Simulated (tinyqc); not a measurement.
Lifetime against injection: carrier lifetime from Shockley-Read-Hall, radiative, Auger and surface recombination. Computed by tinyqc, a small Python program. Command: `OMP_NUM_THREADS=1 python tinyqc.py 3002259 3002260 out.jsonl lifetime walk`. One thread of a shared host (Intel(R) Xeon(R) Processor @ 2.30GHz), about 0.02 s of CPU time with the checks.

Energies are counted from the top of the valence band. Boltzmann statistics, full ionisation, and equal excess densities of electrons and holes.

Inputs (values chosen for the exercise, with bands modelled on GaN):
```
quantity                          value    unit
gap E_g                            3.44      eV
electron mass m_e                 0.206     m_0
valleys M_c                           1       -
hole mass m_h                      1.39     m_0
temperature T                       250       K
doping N                        8.6e+15   cm^-3
trap level E_t                     1.96      eV
trap density N_t                6.1e+14   cm^-3
electron cross-section sigma_n  1.3e-17    cm^2
hole cross-section sigma_p      8.6e-16    cm^2
radiative coefficient B         3.6e-11  cm^3/s
Auger coefficient C_n           1.5e-30  cm^6/s
Auger coefficient C_p           2.3e-31  cm^6/s
```

Doping: n-type. Surface term: none.

Constants: m_0 = 9.1093837015e-31 kg; k_B = 1.380649e-23 J/K; h = 6.62607015e-34 J s; k_B = 8.617333262e-05 eV/K.

Method:
- N_c = 2 M_c (2 pi m_e k_B T/h^2)^(3/2) and N_v = 2 (2 pi m_h k_B T/h^2)^(3/2), masses in units of m_0.
- n_i = sqrt(N_c N_v) exp(-E_g/2 k_B T); majority density N/2 + sqrt(N^2/4 + n_i^2), minority density n_i^2 over it.
- v = sqrt(3 k_B T/m) with m_e or m_h; tau_n0 = 1/(sigma_n v_n N_t), tau_p0 = 1/(sigma_p v_p N_t); n1 = N_c exp(-(E_g - E_t)/k_B T), p1 = N_v exp(-E_t/k_B T).
- With n = n_0 + dn, p = p_0 + dn and U/dn = 1/tau: (n p - n_i^2)/dn = n_0 + p_0 + dn = s; 1/tau_SRH = s/[tau_p0 (n + n1) + tau_n0 (p + p1)]; 1/tau_rad = B s; 1/tau_Aug = (C_n n + C_p p) s; the rates add.
- Rows stop below half the smaller effective density of states.

N_c = 1.78485e+18 cm^-3

N_v = 3.12840e+19 cm^-3

n_0 = 8.60e+15 cm^-3

p_0 = 2.91794e-48 cm^-3

tau_p0 = 2.10791e-07 s

n1 = 2.60684e-12 cm^-3

tau_n0 = 5.36825e-06 s

p1 = 9.62634e-21 cm^-3

Lifetimes (s):
```
dn (cm^-3)         SRH   radiative      Auger   effective  radiative efficiency  fastest channel
1.00e+10    2.1080e-07  3.2300e-06  0.0090139  1.9788e-07               0.06126              SRH
1.00e+11    2.1085e-07  3.2299e-06  0.0090137  1.9793e-07               0.06128              SRH
1.00e+12    2.1141e-07  3.2296e-06  0.0090116  1.9842e-07               0.06144              SRH
1.00e+13    2.1703e-07  3.2262e-06  0.0089914  2.0334e-07               0.06303              SRH
1.00e+14    2.7249e-07  3.1928e-06  0.0087924  2.5106e-07               0.07863              SRH
1.00e+15    7.6998e-07  2.8935e-06  0.0071201  6.0810e-07               0.21016              SRH
1.00e+16    3.0969e-06  1.4934e-06  0.0017802  1.0070e-06               0.67428        radiative
1.00e+17    5.1539e-06  2.5578e-07  0.0000495  2.4249e-07               0.94805        radiative
```

What does the comparison show, and why?

tau_SRH goes from 2.11e-7 s at low injection (the minority capture time, 2.11e-7 s) to 5.15e-6 s in the last row; at high injection it tends to tau_n0 + tau_p0 = 5.58e-6 s. Ruling channel by row: SRH from 1e10, radiative from 1e16 cm^-3.
